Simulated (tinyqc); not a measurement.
## Series resistance and length offset from two lengths at two overdrives

Problem. In strong inversion R W = Rsd + k(x)(L - dL), k(x) = (1 + th1 x)/(mu0 Cox x), x the overdrive, Cox = eps0 eox/tox, with Rsd and dL independent of x. Find dL, Rsd, mu0 and th1.

Parameters, values chosen for the exercise: relative permittivity of the gate insulator (close to silicon dioxide) eox = 3.9; insulator thickness tox = 5.1 nm.

Constants: eps0 = 8.8541878128e-14 F/cm where lengths are in cm. Results are converted to the units shown.

total resistance times width (ohm um):
```
                  L = 0.051 um  L = 0.77 um
overdrive 0.46 V    1344.76024   22175.0302
overdrive 1.04 V    703.135835   10804.8490
```

Answer. At each overdrive R W is a straight line in L; the two lines cross at L = dL, R W = Rsd. Their slopes give k x = (1 + th1 x)/(mu0 Cox), a straight line in x.

dL = 0.00800 um
Rsd = 99.0 ohm um
mu0 = 120 cm^2/(V s)
th1 = 0.180 1/V

Program tinyqc, `OMP_NUM_THREADS=1 python tinyqc.py 2210085 2210086 out.jsonl`; Intel Xeon 2.30GHz, shared host, one thread, about 0.01 s.
